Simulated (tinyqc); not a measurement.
Finite square well with mass mismatch (envelope functions): one step. How many levels are bound. Two cases, with inputs chosen for the exercise.

Question. At E = V0 the arctangent equals pi/2, so level n is bound if k0 L > (n - 1) pi with k0 = sqrt(mw V0/c). Compare with the infinitely deep well, E1(hard) = c (pi/L)^2/mw.

A square well of width L and depth V0, mass mw inside and mb outside, energies from the bottom of the well, c = hbar^2/2m0. k = sqrt(mw E/c), kappa = sqrt(mb (V0 - E)/c). psi and psi'/m are continuous at the walls (BenDaniel-Duke), so level n solves k L + 2 atan[(k/mw)/(kappa/mb)] = n pi.

Constants: hbar^2/2m0 = 3.80998211 eV angstrom^2.

Case 1.

Values chosen (near those of a non-polar GaN well in AlN; the results hold for these values, not for the real material): L = 54 angstrom (well width); V0 = 1.885 eV (barrier height); mw = 0.197 m0 (mass in the well); mb = 0.327 m0 (mass in the barrier).

Case 2.

Values chosen (near those of a non-polar GaN well in AlN; the results hold for these values, not for the real material): L = 59 angstrom (well width); V0 = 2.01 eV (barrier height); mw = 0.199 m0 (mass in the well); mb = 0.332 m0 (mass in the barrier).

Give: k0; k0 L/pi; number of bound levels; E1(hard).

Answer.

Case 1.

k0 = 0.31220 1/angstrom
k0 L/pi = 5.3663
number of bound levels = 6
E1(hard) = 0.0655 eV

The count does not depend on mb. One more level binds at L = 60.4 angstrom.

Case 2.

k0 = 0.32401 1/angstrom
k0 L/pi = 6.0851
number of bound levels = 7
E1(hard) = 0.0543 eV

The count does not depend on mb. One more level binds at L = 67.9 angstrom.

Computed by tinyqc, one run a case: `OMP_NUM_THREADS=1 python tinyqc.py N N+1 out.jsonl` with N = 1281761, 1282473; one thread of a shared Intel(R) Xeon(R) Processor @ 2.30GHz, about 0.01 s a run at most.
